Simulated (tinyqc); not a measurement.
Crystallisation kinetics and data retention of a phase-change cell: one step of the calculation.

Johnson-Mehl-Avrami-Kolmogorov law X = 1 - exp(-y^n), y = integral of k dt, k = (1/100 s) exp[-(Ec q/kB)(1/T - 1/T1)].

Question. Retention. At fixed T the state fails at t = (-ln(1 - Xf))^(1/n)/k; ten years are 3.15576e8 s.

Values chosen for this exercise; values of the order of Ge-Sb-Te and related chalcogenides:
- Ec = 2.29 eV (activation energy of crystallisation)
- T1 = 436 K (temperature at which the rate k is 1/(100 s))
- n = 3 (Avrami exponent)
- Xf = 0.2 (crystalline share at which the state is lost)
- T = 333 K (storage temperature)

Constants: q = 1.602176634e-19 C, kB = 1.380649e-23 J/K. Results are converted to the units shown.

Find: k; y at failure; time to fail; the same in years; temperature for ten years.

Answer.

k = 6.493e-11 1/s
y at failure = 0.6065
time to fail = 9.341e9 s
the same in years = 296.0
temperature for ten years = 347.8 K

The cell meets ten years at 333 K.

Range of the model: One Arrhenius rate is assumed; incubation, growth from the boundary and the non-Arrhenius kinetics of the supercooled liquid are left out.

Numbers from tinyqc (`OMP_NUM_THREADS=1 python tinyqc.py 2490022 2490023 out.jsonl`; about 0.04 s on one thread of a shared Intel Xeon 2.30GHz).
